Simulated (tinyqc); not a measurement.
From results back to parameters: standing waves and exposure in a photoresist film. Three cases, with inputs chosen for the exercise.

Problem. Bleaching of a resist on an index-matched plate: T(0) = T12 exp(-(A + B) d), T(end) = T12 exp(-B d), T12 = 1 - ((n1 - 1)/(n1 + 1))^2, and the first slope dT/dD = T(0) C A T12 (1 - exp(-(A + B) d))/(A + B). Here d = dT and D is the dose; A, B and C are hidden.

Case 1.

Values chosen (out of a larger set: a resist on polySi, indices near tabulated ones; not measured data): n1 = 1.687 (resist index); dT = 0.091 micrometre (resist thickness on an index-matched plate).

T(0) = 0.859569
T(end) = 0.864275
dT/dD = 5.4702e-05 cm^2/mJ

Case 2.

Values chosen (out of a larger set: a resist on Si, indices near tabulated ones; not measured data): n1 = 1.721 (resist index); dT = 0.906 micrometre (resist thickness on an index-matched plate).

T(0) = 0.689507
T(end) = 0.888608
dT/dD = 0.0053418 cm^2/mJ

Case 3.

Values chosen (out of a larger set: a resist on Cu, indices near tabulated ones; not measured data): n1 = 1.759 (resist index); dT = 0.433 micrometre (resist thickness on an index-matched plate).

T(0) = 0.561779
T(end) = 0.599478
dT/dD = 0.00098292 cm^2/mJ

Find: A; B; C.

Solution. A = ln(T(end)/T(0))/d, B = ln(T12/T(end))/d, and the slope then gives C.

Case 1.

A = 0.06 1/micrometre
B = 0.86 1/micrometre
C = 0.013 cm^2/mJ

Case 2.

A = 0.28 1/micrometre
B = 0.05 1/micrometre
C = 0.038 cm^2/mJ

Case 3.

A = 0.15 1/micrometre
B = 1.00 1/micrometre
C = 0.037 cm^2/mJ

Computed by tinyqc, one run a case: `OMP_NUM_THREADS=1 python tinyqc.py N N+1 out.jsonl` with N = 1650384, 1650445, 1650476; one thread of a shared Intel(R) Xeon(R) Processor @ 2.30GHz, about 0.01 s a run at most.
